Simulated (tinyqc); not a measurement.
# Two-junction solar cell, detailed-balance limit: several studies

The top cell takes all photons above E1, the bottom cell those between E2 and E1. Each cell follows J = Jsc - J0 (exp(V/Vt) - 1) with J0 = q ge Phi(gap, T)/ERE; light emitted by one cell and absorbed by the other is left out. In series both carry one current; wired apart (four terminals) each works at its own maximum power point. Efficiencies are counted against Pin = fs X sigma Ts^4.

Inputs (values chosen for the exercise): cell temperature T = 300 K; temperature of the black-body sun Ts = 5760 K; share of the hemisphere filled by the sun fs = 2.16e-5; concentration X = 100; external radiative efficiency ERE = 1; number of faces that emit ge = 1; gap of the bottom cell E2 = 0.7 eV; gap of the top cell E1 = 1.48 eV.

Constants: q = 1.602176634e-19 C, kB = 1.380649e-23 J/K, h = 6.62607015e-34 J s, c = 299792458 m/s, Vt = kB T/q. Results are converted to the units shown.

Each table varies one quantity; the others keep the values above.

## Effect of the temperature of the black-body sun

Photon flux above E from a black body at temperature T into a hemisphere: Phi(E, T) = A sum_k exp(-k E/th)[E^2 th/k + 2 E th^2/k^2 + 2 th^3/k^3], k = 1, 2, ..., with th = kB T/q in eV and A = 2 pi q^3/(h^3 c^2). J1 = q fs X Phi(E1, Ts), J2 = q fs X [Phi(E2, Ts) - Phi(E1, Ts)], J01 and J02 as above; sigma = 2 pi^5 kB^4/(15 h^3 c^2). In series V(J) = Vt [ln((J1 - J)/J01 + 1) + ln((J2 - J)/J02 + 1)], and J V(J) is largest where V = J Vt [1/(J1 - J + J01) + 1/(J2 - J + J02)]. Apart, each cell has (1 + v) exp(v) = 1 + Jsc/J0 at its maximum power point, v = Vmp/Vt.

Effect of the temperature of the black-body sun:
```
Ts (K)  J1 (mA/cm^2)  J2 (mA/cm^2)  series efficiency (%)  four-terminal efficiency (%)
4000           558.2          1401                  30.45                         41.61
4500            1071          2003                  36.89                         44.17
5000            1845          2691                  41.98                         45.78
5500            2935          3451                  45.62                         46.65
6000            4392          4272                  46.42                         46.96
6500            6266          5145                  41.79                         46.86
7000            8607          6062                  37.11                         46.46
7500         1.146e4          7016                  32.91                         45.85
```

What does the table show?

As Ts goes from 4000 to 7500 K, the series efficiency goes from 30.5 through a maximum of 46.4 (at Ts = 6000 K among the rows listed) to 32.9 %, and the four-terminal one goes from 41.6 through a maximum of 47.0 (at Ts = 6000 K among the rows listed) to 45.9 %. Among the rows the two lie closest, 0.54 points apart, at Ts = 6000 K, where J1/J2 = 1.03; the spread over the rows is 16.0 points in series and 5.35 apart. Current matching makes the series cell the more sensitive one. In every row the open-circuit voltage of the bottom cell lies within 6 Vt of its gap, where the Boltzmann form begins to fail. For Ts = 6500 to 7500 K the top cell has surplus current and is radiative, so luminescent coupling, left out here, would help the series cell.

## Effect of the gap of the bottom cell

Same model as above.

The same in every row: J1 (mA/cm^2) = 3643.

Effect of the gap of the bottom cell:
```
E2 (eV)  J2 (mA/cm^2)  series efficiency (%)  four-terminal efficiency (%)
0.5              4914                  42.94                         44.59
0.61             4352                  45.23                         46.17
0.72             3763                  46.94                         46.95
0.83             3163                  43.69                         46.89
0.95             2514                  37.08                         45.91
1.06             1937                  30.10                         44.24
1.17             1384                  22.55                         41.91
1.28            861.0                  14.65                         39.02
```

What does the comparison show?

As E2 goes from 0.5 to 1.28 eV, the series efficiency goes from 42.9 through a maximum of 46.9 (at E2 = 0.72 eV among the rows listed) to 14.7 %, and the four-terminal one goes from 44.6 through a maximum of 46.9 (at E2 = 0.72 eV among the rows listed) to 39.0 %. Among the rows the two lie closest, 0.0042 points apart, at E2 = 0.72 eV, where J1/J2 = 0.968; the spread over the rows is 32.3 points in series and 7.93 apart. Current matching makes the series cell the more sensitive one. For E2 = 0.5 to 1.06 eV the open-circuit voltage of the bottom cell lies within 6 Vt of its gap, where the Boltzmann form begins to fail. For E2 = 0.83 to 1.28 eV the top cell has surplus current and is radiative, so luminescent coupling, left out here, would help the series cell.

## Effect of the concentration

Same model as above.

Result of one run:
```
X   J1 (mA/cm^2)  J2 (mA/cm^2)  series efficiency (%)  four-terminal efficiency (%)
10        364.31        387.11                 43.604                        43.670
```

What becomes of these results when the concentration X is changed from 10 to 30, all else the same?

Result of the changed run:
```
X   J1 (mA/cm^2)  J2 (mA/cm^2)  series efficiency (%)  four-terminal efficiency (%)
30        1092.9        1161.3                 45.111                        45.194
```

The whole series:
```
X    J1 (mA/cm^2)  J2 (mA/cm^2)  series efficiency (%)  four-terminal efficiency (%)
1          36.431        38.711                 40.451                        40.484
3          109.29        116.13                 41.955                        42.002
10         364.31        387.11                 43.604                        43.670
30         1092.9        1161.3                 45.111                        45.194
100        3643.1        3871.1                 46.763                        46.868
```

As X goes from 1 to 100, the series efficiency rises from 40.5 to 46.8 %, and the four-terminal one rises from 40.5 to 46.9 %. Among the rows the two lie closest, 0.033 points apart, at X = 1, where J1/J2 = 0.941; the spread over the rows is 6.31 points in series and 6.38 apart. For X = 30 to 100 the open-circuit voltage of the bottom cell lies within 6 Vt of its gap, where the Boltzmann form begins to fail.

tinyqc, about 0.01 s, one thread, Intel Xeon 2.30GHz (shared host): `OMP_NUM_THREADS=1 python tinyqc.py 2820036 2820037 out.jsonl`
